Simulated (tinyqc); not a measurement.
Convergence with the mesh: density of states of one tight-binding band on the square lattice.

E(k) = -2 t (c1 + c2) - 4 t2 c1 c2 with ci = cos(2 pi ki); k in fractions of the reciprocal vectors, mesh k_i = j/N with j = 0 .. N-1. Densities are per cell and per spin, so the band holds one state.

Each square of the mesh is cut along (i, j)-(i+1, j+1) into two triangles. For corner energies e1 <= e2 <= e3 and eij = ei - ej, the share of the triangle below E is n = (E - e1)^2/(e21 e31) for e1 < E < e2 and n = 1 - (e3 - E)^2/(e31 e32) for e2 < E < e3; its density of states is g = dn/dE.

Gaussian broadening: g(E) = mean over the mesh of exp(-(E - E_k)^2/(2 sigma^2))/(sigma sqrt(2 pi)), n(E) = mean of erfc((E_k - E)/(sigma sqrt 2))/2.

Parameters, chosen for this exercise:
- t = 0.91 eV (nearest hopping)
- t2 = 0.18 eV (second hopping)
- E = 0.07 eV (energy at which the density is wanted)
- sigma = 0.455 eV (Gaussian width)

At the energy E; the plain count is the share of mesh points below E; the reference is the linear method with N = 240.

Results:

| N | points | g linear | n linear | g Gaussian | n Gaussian | n plain count |
|---|---|---|---|---|---|---|
| 4 | 16 | 0.2253 | 0.4623 | 0.2563 | 0.4624 | 0.5625 |
| 6 | 36 | 0.2237 | 0.4359 | 0.2486 | 0.4461 | 0.3611 |
| 8 | 64 | 0.1835 | 0.4271 | 0.2171 | 0.4360 | 0.4531 |
| 12 | 144 | 0.1799 | 0.4314 | 0.1915 | 0.4415 | 0.4236 |
| 16 | 256 | 0.1835 | 0.4290 | 0.1911 | 0.4411 | 0.4102 |
| 24 | 576 | 0.1792 | 0.4292 | 0.1912 | 0.4411 | 0.4392 |
| 48 | 2304 | 0.1763 | 0.4292 | 0.1912 | 0.4411 | 0.4310 |

reference n and g: 0.4291  0.1750

What can be read from this table?

The linear n(E) stays within 0.002 of the reference from N = 16 on. The Gaussian g stays within 1 % of its last value from N = 12 on; it tends to the broadened curve, not the true one. At the last mesh it lies +0.016 1/eV from the reference g and the linear g +0.001. The plain count errs by +0.0019 at the last mesh.

Program tinyqc; command `OMP_NUM_THREADS=1 python tinyqc.py 1681959 1681960 out.jsonl`; about 0.09 s on one thread of a shared Intel(R) Xeon(R) Processor @ 2.30GHz.
